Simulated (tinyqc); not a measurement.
# Impurity strength from the transmission

Question. An infinite chain has hopping -t with t = 1 eV and site energy 0; E = -2 t cos(k) with E = 0.24 eV. One site has the energy u > 0, so T(E) = 1/[1 + u^2/(4 t^2 sin^2 k)]. Find sin^2 k and u.

T(E) = 0.81690841

Solution. sin^2 k = 1 - (E/2t)^2, and u = 2 t |sin k| sqrt(1/T(E) - 1).

sin^2 k = 0.9856
u = 0.9400 eV

Numbers from tinyqc (`OMP_NUM_THREADS=1 python tinyqc.py 2660109 2660110 out.jsonl`; about 0.02 s on one thread of a shared Intel Xeon 2.30GHz).
